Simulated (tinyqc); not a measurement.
Tight binding, kagome lattice, step by step. One step of it, computed by the program tinyqc.

Problem. Levels at K. Diagonalise the Hermitian matrix.

H(k) at K (eV), lower triangle (Hermitian):
```
                     A                    B         C
A             0.000000
B  -0.005000-1.013250i             0.000000
C  -0.005000+1.013250i  -0.005000-1.013250i  0.380000
```

Give: eigenvalues; weights |c|^2 of the basis functions.

Solution.

eigenvalues (eV): -1.6364  0.1155  1.9009

weights |c|^2 of the basis functions:
```
   band 1  band 2  band 3
A  0.3668  0.3380  0.2952
B  0.3668  0.3380  0.2952
C  0.2664  0.3240  0.4096
```
